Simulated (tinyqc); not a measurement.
Finnis-Sinclair potential for a bcc metal: fit to cohesion and elasticity, then vacancy, surfaces and structure: one step, computed by the program tinyqc.

E = (1/2) sum V(r) - A sqrt(rho), rho = sum phi(r), phi = (r - d)^2 for r < d, V = (r - c)^2 (c0 + c1 r + c2 r^2) for r < c. In bcc the 8 first neighbours lie at sqrt(3) a/2 and the 6 second at a; both cut-offs lie below the third shell; Omega = a^3/2; E is per atom and z the number of atoms in a shell. The four constants A, c0, c1, c2 are fitted to E_c, zero pressure, B and C12 - C44 alone, so C44 and C11 - C12 are not matched singly; defects are unrelaxed.

Question. Unrelaxed vacancy. E_v = -A sum_shells z [sqrt(rho - phi(r)) - sqrt(rho)] - (1/2) sum z V(r): the neighbours lose one bond each, and the atom is put back in the bulk.

Inputs (values chosen for the exercise, modelled on niobium): lattice constant a = 3.3 angstrom; cohesive energy E_c = 7.47 eV; density cut-off d/a = 1.183; pair cut-off c/a = 1.269.

c0, c1, c2 (eV/angstrom^2, eV/angstrom^3, eV/angstrom^4): [-1.813847, 2.191333, -0.504223]

A = 2.912587 eV/angstrom

rho = 10.94137 angstrom^2

Give: V at the two shells; phi at the two shells; vacancy energy E_v; E_v/E_c.

Answer.

V at the two shells (eV): [0.5844, -0.0579]

phi at the two shells (angstrom^2): [1.094, 0.365]

vacancy energy E_v = 2.763 eV

E_v/E_c = 0.3698

A pair potential would give E_v = E_c; the square root lowers the ratio to 0.37.
